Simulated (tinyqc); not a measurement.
Bond length, ionicity and dielectric constant: Penn model of the dielectric constant and Phillips ionicity.

n = 32/a^3; Ep^2 = 8 pi c e2 n with c = hbar^2/2m0, e2 = e^2/(4 pi eps0); EF = c (3 pi^2 n)^(2/3); eps = 1 + (Ep/Eg)^2 S with S = 1 - Eg/(4 EF) + (Eg/(4 EF))^2/3, Eg the Penn gap. Core d shells are left out.

Phillips: bond length d = sqrt(3) a/4; homopolar gap Eh = 39.74 d^(-2.48) eV (d in angstrom); Eg^2 = Eh^2 + C^2; ionicity fi = C^2/Eg^2.

Constants: hbar^2/2m0 = 3.80998211 eV angstrom^2; e^2/(4 pi eps0) = 14.39964547 eV angstrom.

Each case gives a and C, chosen for the exercise.

Results:
```
case       a (angstrom)  C (eV)  Eh (eV)  Eg (eV)  Ep (eV)    eps     fi
near GaSb         6.073    2.09     3.61     4.17    14.04  11.16  0.251
near AlN          4.372    7.75     8.16    11.26    22.98   4.59  0.474
near Si           5.424    0.00     4.78     4.78    16.63  11.97  0.000
near InAs         6.083    2.65     3.60     4.47    14.00   9.75  0.352
near InSb         6.497    2.22     3.06     3.78    12.68  11.10  0.345
near GaAs         5.660    2.72     4.30     5.09    15.60   9.39  0.286
```

eps runs from 4.59 (near AlN) to 11.97 (near Si). Eg varies by a factor 2.98 and Ep by 1.81; the order of eps is not simply the reverse order of Eg, since Ep varies too. Without the d-shell correction the model runs low for the heavier compounds.

tinyqc: `OMP_NUM_THREADS=1 python tinyqc.py 1680741 1680742 out.jsonl`; about 0.01 s, one thread, shared Intel(R) Xeon(R) Processor @ 2.30GHz.
